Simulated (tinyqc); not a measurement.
From one set of inputs to another, one input at a time: single-oscillator infrared dielectric function of a polar cubic crystal. Computed by tinyqc, a small Python program. Command: `OMP_NUM_THREADS=1 python tinyqc.py 3027988 3027989 out.jsonl infrared ladder`. One thread of a shared host (Intel(R) Xeon(R) Processor @ 2.30GHz), about 0.01 s of CPU time with the checks.

One ion pair, charges +Z* and -Z*, in a cell of volume Omega = a^3/4. Frequencies omega are given as wavenumbers (1/cm); eps_s is the static dielectric constant.

The inputs printed are set A. Set A is modelled on gallium phosphide; the values taken over come from a set modelled on gallium arsenide. Inputs not listed in the table keep their values of set A, so the rows need not describe a real material.

Inputs (values chosen for the exercise, modelled on gallium phosphide):

| quantity | value | unit |
|---|---|---|
| lattice constant a | 5.451 | angstrom |
| mass M_A | 69.72 | u |
| mass M_B | 30.97 | u |
| omega_TO | 367 | 1/cm |
| Born charge Z* | 2.01 | e |
| eps_inf | 9.32 | - |
| phonon damping gamma | 3.1 | 1/cm |
| probe frequency / omega_TO | 1.08 | - |
| carrier density N | 3.5e+17 | 1/cm^3 |
| carrier mass m* | 0.29 | m_0 |
| carrier mobility | 160 | cm^2/(V s) |

Structure: zinc blende. Free carriers: present.

Constants: nu for 1 eV/(angstrom^2 u) = 15.6333042 THz; 1 THz = 33.35640952 1/cm; e^2/(4 pi eps_0) = 14.39964548 eV angstrom; e = 1.602176634e-19 C; eps_0 = 8.8541878128e-12 F/m; m_0 = 9.1093837015e-31 kg; c = 299792458 m/s.

Method:
- mu = M_A M_B/(M_A + M_B); ionic plasma term W^2 = 4 pi Z*^2 (e^2/(4 pi eps_0))/(Omega mu) in eV/(angstrom^2 u), turned into 1/cm by W = 15.6333042 x 33.35640952 x sqrt(W^2); omega_LO^2 = omega_TO^2 + W^2/eps_inf; eps_s = eps_inf + W^2/omega_TO^2; Szigeti charge 3 Z*/(eps_inf + 2); longitudinal (Callen) charge Z*/eps_inf.
- omega_p^2 = N e^2/(eps_0 eps_inf m*), gamma_p = e/(m* x mobility), both divided by 2 pi c (c in cm/s) to give 1/cm. m* is held constant, though in narrow-gap crystals it rises with N at high doping.
- Without damping eps(omega) = 0 gives omega^4 - (omega_LO^2 + omega_p^2) omega^2 + omega_p^2 omega_TO^2 = 0, with roots L- and L+.
- eps(omega) = eps_inf + W^2/(omega_TO^2 - omega^2 - i gamma omega) - eps_inf omega_p^2/(omega^2 + i gamma_p omega); n + i k = sqrt(eps) with k >= 0; R = |(n + i k - 1)/(n + i k + 1)|^2 at normal incidence from vacuum.
- omega is the probe ratio times omega_TO. Intensity decays over 1/(4 pi omega k); the loss function is Im(-1/eps).

Each row keeps all changes above it:

| input moved | from | to | omega_LO (1/cm) | upper coupled mode L+ (1/cm) | reflectivity R |
|---|---|---|---|---|---|
| set A | - | - | 399.07 | 401.45 | 0.59203 |
| Born charge Z* (e) | 2.01 | 2.13 | 402.83 | 405.43 | 0.74921 |
| lattice constant a (angstrom) | 5.451 | 5.653 | 399.28 | 401.67 | 0.60481 |
| mass M_B (u) | 30.97 | 74.92 | 386.49 | 388.08 | 0.06455 |
| omega_TO (1/cm) | 367 | 266 | 292.31 | 296.12 | 0.68858 |
| eps_inf | 9.32 | 10.8 | 288.84 | 291.76 | 0.49940 |
| phonon damping gamma (1/cm) | 3.1 | 2.4 | 288.84 | 291.76 | 0.53490 |
| carrier density N (1/cm^3) | 3.5e+17 | 1.7e+18 | 288.84 | 310.44 | 0.64891 |

omega_LO goes from 399 to 289, a factor 0.724 in all. The largest single move comes from omega_TO (a factor 0.756). Upper coupled mode L+ goes from 401 to 310, a factor 0.773 in all. The largest single move comes from omega_TO (a factor 0.763), and carrier density N works against it (a factor 1.06). Reflectivity R goes from 0.592 to 0.649, a factor 1.10 in all. The largest single move comes from omega_TO (a factor 10.7), and mass M_B works against it (a factor 0.107). The single moves hold for this order of the switches; the total does not depend on the order.

Caution (all rows): gamma_p is not small against omega_p, so the plasmon is strongly damped and a plasmon-like coupled mode marks no sharp feature.

Extremes, crossings and ranges named in words are read from the listed rows.
